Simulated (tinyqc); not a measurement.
Classical Heisenberg spin chain: exact results, Metropolis, heat-bath and over-relaxation steps, and a Monte Carlo run: one step, computed by the program tinyqc. Command: `OMP_NUM_THREADS=1 python tinyqc.py 3130142 3130143 out.jsonl heismc walk`. One thread of a shared host (Intel(R) Xeon(R) Processor @ 2.30GHz), about 0.2 s of CPU time with the checks.

E = -J sum_i s_i . s_(i+1) for unit vectors s_i on an open chain; K = J/(k_B T).

Task: Four single-spin steps. The given spins are first normalised. Spins 2 and 3 are updated in turn, with h = K (sum of the two neighbours). Heat bath: cos(theta) = 1 + ln(1 - r1 (1 - exp(-2 |h|)))/|h| about n = h/|h|, azimuth 2 pi r2 = phi in the frame a = n x z/|n x z|, b = n x a: s = n cos(theta) + sin(theta)(a cos(phi) + b sin(phi)); r1, r2 are the first two numbers of the row. Steps 2 and 4 are reflections, s -> 2 (s . h) h/|h|^2 - s, which keep the energy and use no random number.

Inputs (values chosen for the exercise, for a model chain of large moments): temperature T = 537 K.

Update: heat bath with over-relaxation.

four neighbouring spins (rows; components x, y, z):
```
[[0.4835, 0.1509, -0.8622],
 [0.1216, -0.7217, -0.6815],
 [0.9905, 0.0196, -0.1362],
 [-0.0214, -0.6186, 0.7854]]
```

random numbers, one row a step:
```
[[0.9930, 0.1862, 0.2186],
 [0.8944, 0.8833, 0.9435],
 [0.4535, 0.6069, 0.1138],
 [0.8456, 0.2913, 0.2086]]
```

K = 0.5618575

Give: the table «Steps» with the columns |h|, h . s before, h . s after, move, x, y, z.

Result:

Steps:
```
spin     |h|  h . s before  h . s after        move         x         y         z
2     1.0049       0.41386     -0.96063   heat bath  -0.92456  -0.22222   0.30953
3     0.9403      -0.61949     -0.61949  reflection  -0.24568   0.64242  -0.72590
2     1.0064      -0.49879      0.50729   heat bath  -0.44380   0.87388  -0.19844
3     0.4446      -0.08304     -0.08304  reflection   0.46531  -0.76294   0.44879
```
